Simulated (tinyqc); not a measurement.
Heisenberg magnet: exchange from energy differences, ordering vector, linear spin waves and ordering temperature: one step, computed by the program tinyqc. Command: `OMP_NUM_THREADS=1 python tinyqc.py 3012216 3012217 out.jsonl magnon walk`. One thread of a shared host (Intel(R) Xeon(R) Processor @ 2.30GHz), about 0.03 s of CPU time with the checks.

H = -sum over pairs <ij> J_ij S_i.S_j - K sum_i (S_i^z)^2, each pair once, J > 0 ferromagnetic. First neighbours: 4 at a (1, 0), second: 4 at a (1, 1), with all permutations and signs.

Question. Energies of ordered states. J(q) = J1 g1(q) + J2 g2(q), g_s(q) = sum over shell s of cos(q.R). A classical spiral or collinear state of wave vector Q has the exchange energy -(S^2/2) J(Q) per site.

Inputs (values chosen for the exercise, for a model magnet): exchange J1 = -3.93 meV; exchange J2 = 0.67 meV; spin S = 2.

Lattice: square.

Give: States, Q in 2 pi/a.

Answer.

States, Q in 2 pi/a:
```
Q             g1  g2  energy (meV/site)
G (0, 0)       4   4              26.08
X (0.5, 0)     0  -4               5.36
M (0.5, 0.5)  -4   4             -36.80
```

The lowest of these is M (0.5, 0.5), 42.160 meV per site below X (0.5, 0).
